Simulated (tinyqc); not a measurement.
## p-n diode with diffusion and depletion-layer recombination: currents and ideality against junction voltage

Abrupt junction in the depletion approximation, low injection, full ionisation, neutral widths fixed, ohmic contact on the p side. Vj is the junction voltage; where a series resistance Rs is given, V = Vj + J Rs is the terminal voltage.

ni = sqrt(Nc Nv) exp(-Eg/(2 Vt)), Eg in volts; D = mu Vt; Ln = sqrt(Dn tn), Lp = sqrt(Dp tp); J0n = q ni^2 Dn coth(wp/Ln)/(Ln Na); J0p = (q ni^2 Dp/(Lp Nd)) (s + tanh(wn/Lp))/(1 + s tanh(wn/Lp)), s = Sp Lp/Dp. J_diff = (J0n + J0p)(exp(Vj/Vt) - 1). Vbi = Vt ln(Na Nd/ni^2), W = sqrt(2 eps0 eps_r (Vbi - Vj)(1/Na + 1/Nd)/q), xp = W Nd/(Na + Nd), xn = W Na/(Na + Nd); u(x) = q Na (x + xp)^2/(2 eps0 eps_r) for x < 0 and Vbi - Vj - q Nd (xn - x)^2/(2 eps0 eps_r) for x > 0; p = Na exp(-u/Vt), n = Nd exp((u - Vbi + Vj)/Vt); U = ni^2 (exp(Vj/Vt) - 1)/(tp (n + ni exp(Et/Vt)) + tn (p + ni exp(-Et/Vt))); J_scr = q times the integral of U from -xp to xn. J = J_diff + J_scr. Ideality = (1/Vt) dVj/d ln J or (1/Vt) dV/d ln J; last column ni^2 exp(Vj/Vt)/N^2.

Parameters, values chosen for the exercise; band and dielectric values close to those of silicon:
```
symbol   value        unit                                  meaning
T          300           K                              temperature
Eg         1.1          eV                                 band gap
eps_r     11.7                                relative permittivity
Nc      2.8e19       cm^-3   conduction-band density of states at T
Nv      2.6e19       cm^-3      valence-band density of states at T
Na      1.5e16       cm^-3                         acceptor density
Nd      7.6e15       cm^-3                            donor density
mun       1000  cm^2/(V s)          electron mobility in the p side
mup        440  cm^2/(V s)              hole mobility in the n side
tn        2e-7           s                        electron lifetime
tp        1e-9           s                            hole lifetime
wp           1          um              neutral width of the p side
wn         1.5          um              neutral width of the n side
Sp         1e7        cm/s  recombination velocity at the n contact
Rs      0.0011    ohm cm^2                        series resistance
Et           0          eV     trap level above the intrinsic level
```

Constants: q = 1.602176634e-19 C, kB = 1.380649e-23 J/K, Vt = kB T/q, eps0 = 8.8541878128e-14 F/cm where lengths are in cm. Results are converted to the units shown.

Result of one run:
columns A: Vj (V); B: J_diff (A/cm^2); C: J_scr (A/cm^2); D: J (A/cm^2); E: V (V); F: ideality against Vj; G: ideality against V; H: minority/doping, lighter side
```
A          B        C       D       E      F      G         H
0.49  0.2179  0.01046  0.2283  0.4903  1.022  1.032  7.128e-4
```

What becomes of these results when the junction voltage at which recombination is evaluated Vj is changed from 0.49 to 0.27 V, all else the same?

Result of the changed run:
columns A: Vj (V); B: J_diff (A/cm^2); C: J_scr (A/cm^2); D: J (A/cm^2); E: V (V); F: ideality against Vj; G: ideality against V; H: minority/doping, lighter side
```
A            B         C         D       E      F      G         H
0.27  4.389e-5  7.586e-5  1.197e-4  0.2700  1.378  1.378  1.436e-7
```

The whole series:
columns A: Vj (V); B: J_diff (A/cm^2); C: J_scr (A/cm^2); D: J (A/cm^2); E: V (V); F: ideality against Vj; G: ideality against V; H: minority/doping, lighter side
```
A            B         C         D       E      F      G         H
0.17  9.159e-7  8.081e-6  8.997e-6  0.1700  1.545  1.545  3.000e-9
0.22  6.344e-6  2.521e-5  3.156e-5  0.2200  1.514  1.514  2.076e-8
0.27  4.389e-5  7.586e-5  1.197e-4  0.2700  1.378  1.378  1.436e-7
0.31  2.062e-4  1.829e-4  3.891e-4  0.3100  1.252  1.252  6.747e-7
0.36  0.001427  5.580e-4  0.001985  0.3600  1.133  1.133  4.667e-6
0.4   0.006703  0.001387  0.008090  0.4000  1.075  1.075  2.193e-5
0.45   0.04637  0.004368   0.05074  0.4501  1.037  1.039  1.517e-4
0.49    0.2179   0.01046    0.2283  0.4903  1.022  1.032  7.128e-4
0.54     1.507   0.02386     1.531  0.5417  1.011  1.076  0.004931
```

The ideality against Vj falls from 1.55 to 1.01. Diffusion overtakes recombination in the layer between Vj = 0.27 and 0.31 V. J_scr alone has an ideality of 1.70 between the first two rows and 2.35 between the last two.

Program tinyqc, `OMP_NUM_THREADS=1 python tinyqc.py 2260031 2260032 out.jsonl`; Intel Xeon 2.30GHz, shared host, one thread, about 0.01 s.
